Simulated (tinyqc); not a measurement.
Do the excited 1s states matter for ionisation? Model: valley-orbit splitting of a donor ground state, with strain. Computed by tinyqc, a small Python program. Command: `OMP_NUM_THREADS=1 python tinyqc.py 3014869 3014870 out.jsonl valleyorbit walk`. One thread of a shared host (Intel(R) Xeon(R) Processor @ 2.30GHz), about 0.01 s of CPU time with the checks.

The basis is the 1s envelope in each valley; energies are counted from the unstrained conduction-band edge. The strain is e_s (a a^T - 1/3) for the unit stress axis a, so valley j along n_j moves by Xi_u e_s w_j with w_j = (n_j.a)^2 - 1/3: +1/6 for x and y, -1/3 for z. The splitting at the zone boundary that a [110] shear adds for <100> valleys is left out.

Inputs (values chosen for the exercise, modelled on donors in silicon):
```
quantity                                    value   unit
single-valley binding energy E_0               31    meV
central-cell shift Lambda                    8.59    meV
coupling Delta_1                             2.01    meV
coupling Delta_2                              1.5    meV
shear deformation potential Xi_u             9.01     eV
donor density N_D                         4.6e+16  cm^-3
density-of-states mass of one valley m_e    0.328    m_0
```

Valleys: six along <100>. Stress axis: [110].

Constants: k_B = 8.617333262e-05 eV/K; m_0 = 9.1093837015e-31 kg; k_B = 1.380649e-23 J/K; h = 6.62607015e-34 J s.

Method:
- By symmetry: E(A1) = E_0 + Lambda + 4 Delta_1 + Delta_2 (one state), E(T2) = E_0 + Lambda - Delta_2 (three), E(E) = E_0 + Lambda - 2 Delta_1 + Delta_2 (two), as binding energies.
- H_jj = -(E_0 + Lambda) + Xi_u e_s w_j; H_jk = -Delta_2 between opposite valleys and -Delta_1 between perpendicular ones.
- z = sum over levels of exp(-(E - E_ground)/k_B T), the ground-state share being 1/z; N_c = 2 (2 pi m_e k_B T/h^2)^(3/2) sum_j exp(-(shift_j - lowest shift)/k_B T); n1 = N_c/(2 z) exp(-binding/k_B T), binding = lowest shift - E_ground; without compensation n = 2 N_D/(1 + sqrt(1 + 4 N_D/n1)) (Boltzmann statistics; p and higher states left out).
- No strain here. The last two columns set z = 1, with the A1 depth, or use one level at E_0 with z equal to the number of valleys.

E(A1) = 49.13 meV

Ionised share:
```
T (K)       z  all 1s states  ground state alone  no splitting
29     1.0522     1.5948e-04          1.6359e-04    2.5092e-03
48     1.3163     1.0136e-02          1.1620e-02    4.1801e-02
71     1.7723     7.7448e-02          1.0174e-01    1.7513e-01
100    2.3266     2.5210e-01          3.5664e-01    4.0194e-01
140    2.9374     5.2152e-01          7.0356e-01    6.5596e-01
230    3.8071     8.4346e-01          9.4805e-01    8.8997e-01
380    4.5253     9.5756e-01          9.8997e-01    9.6701e-01
```

What follows from these numbers?

z grows from 1.052 to 4.53 of at most 6. Leaving out the excited states overstates the ionised share by up to 41.5 % (at 100 K); ignoring the splitting misses by a factor 15.7 at the lowest T and 1.01 at the highest.

Extremes, crossings and ranges named in words are read from the listed rows.
